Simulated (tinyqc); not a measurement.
Inside a calculation: charge neutrality level from zone-averaged pseudopotential bands. Values are carried at full precision from step to step, so a last printed digit may differ when a step is redone from the rounded ones.

Empirical pseudopotential on the fcc lattice, atoms at +/- tau, tau = a (1,1,1)/8, no spin-orbit coupling. H(G,G') = c (2 pi/a)^2 |k + G|^2 delta + VS(q) cos(q.tau) + i VA(q) sin(q.tau), q = G - G', c = hbar^2/2m0; k and G in units of 2 pi/a; VS at |q|^2 = 3, 8, 11 and VA at 3, 4, 11, in rydberg, zero elsewhere. At each k the basis holds all G with |k + G|^2 up to 16; energies are counted from the fourth level at Gamma.

Mesh: k = sum_i (n_i + 1/2)/N b_i, n_i = 0 ... N - 1, b = (-1,1,1), (1,-1,1), (1,1,-1); points with the same sorted |kx|, |ky|, |kz| after folding to the shortest k + G are joined, with their count as weight. Neutrality (branch-point) level: E_N = (1/2) mean over k of [E5 + (E3 + E4)/2], E_n the n-th level from below.

Constants: hbar^2/2m0 = 3.80998211 eV angstrom^2; Ry = 13.60569312 eV.

Values chosen for the exercise (classic local form factors of the size used for Si, without spin-orbit coupling; shifted at random, so the results belong to these values and not to a real crystal):
- a = 5.432 angstrom (lattice constant)
- VS = (-0.206, 0.041, 0.079) Ry (symmetric form factors)
- VA = (0, 0, 0) Ry (antisymmetric form factors)
- mesh = 3 (points along each reciprocal vector)

## Levels on the mesh

Diagonalise at each joined point.

Levels (eV):
```
kx          ky      kz  weight       E3       E4      E5      E6
0.1667  0.1667  0.1667       2  -0.4616  -0.4616  2.7962  3.9815
0.5000  0.1667  0.1667       6  -2.1230  -1.8741  2.2369  4.4260
0.5000  0.5000  0.1667       6  -3.2739  -1.3907  2.7840  4.5117
0.5000  0.5000  0.5000       1  -1.3038  -1.3038  1.7833  3.8103
0.8333  0.1667  0.1667       6  -3.9040  -2.7542  1.1704  2.9374
0.8333  0.5000  0.1667       6  -4.3000  -2.9690  3.5904  4.0027
```

## Gaps

Level 5 at Gamma, at the lowest of (f,0,0) with f = 0.8, 0.85, 0.9, 1, and at (1/2,1/2,1/2).

gaps to Gamma, Delta/X, L (eV): 3.2679  0.6589  1.7833

## The neutrality level

Energies are counted from the valence top at Gamma. E_N = (1/2) weighted mean of [E5 + (E3 + E4)/2]. Compare with half the smallest indirect gap, min(Delta/X, L)/2, and give the barrier for electrons in the limit of full pinning, min(gaps) - E_N.

mean of E5 = 2.4469 eV
mean of (E3 + E4)/2 = -2.5923 eV
E_N = -0.0727 eV
half the indirect gap = 0.3294 eV
pinned barrier for electrons = 0.7316 eV

E_N lies below the valence top by 0.073 eV. The two estimates differ by 0.40 eV; both rules are good to a few tenths of an eV only, so a position within that distance of a band edge or of mid-gap is not settled. Local form factors place the indirect gaps only to a few tenths of an eV, and E_N moves with them. Spin-orbit coupling, left out, would lift the valence top by a third of its splitting.

## Checks

- Sum of the weights against N^3: both 27.

(tinyqc, `OMP_NUM_THREADS=1 python tinyqc.py 1850073 1850074 out.jsonl`, Intel(R) Xeon(R) Processor @ 2.30GHz, 1 thread, shared host, about 0.09 s.)
